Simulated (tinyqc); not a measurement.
Changing the particle radius R: a particle near a wafer in liquid: double-layer and van der Waals forces (DLVO), deposition barrier and removal. Computed by tinyqc, a small Python program. Command: `OMP_NUM_THREADS=1 python tinyqc.py 3113259 3113260 out.jsonl dlvo sweep`. One thread of a shared host (Intel(R) Xeon(R) Processor @ 2.30GHz), about 0.01 s of CPU time with the checks.

Sphere and flat wall, Derjaguin approximation, constant potentials in the linear-superposition form, no retardation and no hydration force.

Inputs (values chosen for the exercise, of the order of those for polymer latex on silicon in water):

| quantity | value | unit |
|---|---|---|
| Hamaker constant A | 1.2e-20 | J |
| potential of the particle psi_1 | 21 | mV |
| potential of the wafer psi_2 | -62 | mV |
| salt concentration c | 0.014 | mol/L |
| valence z of the symmetric salt | 2 | - |
| temperature T | 293 | K |
| dielectric constant of the liquid | 80.2 | - |
| contact distance h0 | 0.3 | nm |
| contact radius over R | 0.11 | - |
| viscosity | 0.67 | mPa s |

Constants: e = 1.602176634e-19 C; N_A = 6.02214076e+23 1/mol; eps_0 = 8.8541878128e-12 F/m; k_B = 1.380649e-23 J/K; k_B = 8.617333262e-05 eV/K.

Method. kappa^2 = 2 z^2 e^2 N_A (1000 c)/(eps eps_0 k_B T); gamma_i = tanh(z e psi_i/(4 k_B T)); Z = 64 pi eps eps_0 (k_B T/(z e))^2 gamma_1 gamma_2. Adhesion F_a = A R/(6 h0^2) [1 + a^2/(R h0)] - kappa Z R exp(-kappa h0), a the contact radius. Drag in a shear flow F_d = 1.7 x 6 pi mu R^2 G, acting at 1.4 R; rolling starts when 1.4 R F_d = a F_a. Wall shear stress = mu G.

One run for each value:

| particle radius R (nm) | wall shear stress for rolling (Pa) | net adhesion F_a (pN) | kappa R |
|---|---|---|---|
| 5 | 15369 | 1.567e+02 | 3.882e+00 |
| 11 | 8185 | 4.039e+02 | 8.540e+00 |
| 22 | 5191 | 1.025e+03 | 1.708e+01 |
| 47 | 3599 | 3.242e+03 | 3.649e+01 |
| 100 | 2856 | 1.165e+04 | 7.764e+01 |
| 210 | 2511 | 4.517e+04 | 1.630e+02 |
| 450 | 2344 | 1.936e+05 | 3.494e+02 |
| 950 | 2267 | 8.344e+05 | 7.375e+02 |
| 2000 | 2231 | 3.639e+06 | 1.553e+03 |

Describe and explain the trends.

Over the rows, wall shear stress for rolling (Pa) falls from 15400 to 2230 (exponent d ln y / d ln x -0.80 between the first rows and -0.022 between the last); net adhesion F_a (pN) rises from 157 to 3.64e6 (exponent d ln y / d ln x 1.2 between the first rows and 2.0 between the last); kappa R rises from 3.88 to 1550 (exponent d ln y / d ln x about 1.0 throughout). At the high end the exponent of wall shear stress for rolling is -0.02, close to 0: the flattened contact adds adhesion as R^2. The smallest particle needs 6.89 times the shear stress of the largest.

Extremes, crossings and ranges named in words are read from the listed rows.
